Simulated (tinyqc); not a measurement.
Read current of a NAND string, cells in series solved by shooting: one step of the calculation.

Cells in series, numbered from 0 at the source line (0 V) to the bit line, each followed by a gap resistance Rg. A cell with gate Vg, threshold VT, source Vs and drain Vd passes I = 2 nf K Vt^2 [F(Vs) - F(Vd)]/(1 + th max(Vg - VT, 0)), F(V) = ln^2(1 + exp((Vg - VT - nf V)/(2 nf Vt))). The selected cell has Vg = Vr, the others Vg = Vp.

Question. Node voltages for a trial current. For a trial current I start at 0 V and, cell by cell (the selected one is cell 1), solve for the drain: sqrt(F(Vd)) = sqrt(F(Vs) - I/k), k = 2 nf K Vt^2/(1 + th max(Vg - VT, 0)), Vd = [Vg - VT - 2 nf Vt ln(exp(sqrt F) - 1)]/nf, then add I Rg.

Inputs (values chosen for the exercise); values of the order met in vertical NAND strings:
```
symbol,value,unit,meaning
T,300,K,temperature
K,19,uA/V^2,gain factor of a cell
nf,1.7,,slope factor
th,0.19,1/V,mobility reduction factor
Rg,17,kohm,resistance of the gap between cells
Vbl,0.7,V,bit-line voltage
Vp,7.3,V,pass voltage
Vr,4.08,V,read voltage on the selected word line
```

Constants: q = 1.602176634e-19 C, kB = 1.380649e-23 J/K, Vt = kB T/q. Results are converted to the units shown.

second trial current = 2.5 uA
thresholds from the source end, cell 0 to 4 (V): 4  2.7  4  -1.1  4

Find: node voltage after each cell and gap, trial 2.

Answer.

node voltage after each cell and gap, trial 2, cell 0 to 4 (V): 0.10849  0.30727  0.42875  0.51600  0.64979

tinyqc, about 1 s, one thread, Intel Xeon 2.30GHz (shared host): `OMP_NUM_THREADS=1 python tinyqc.py 2142156 2142157 out.jsonl`
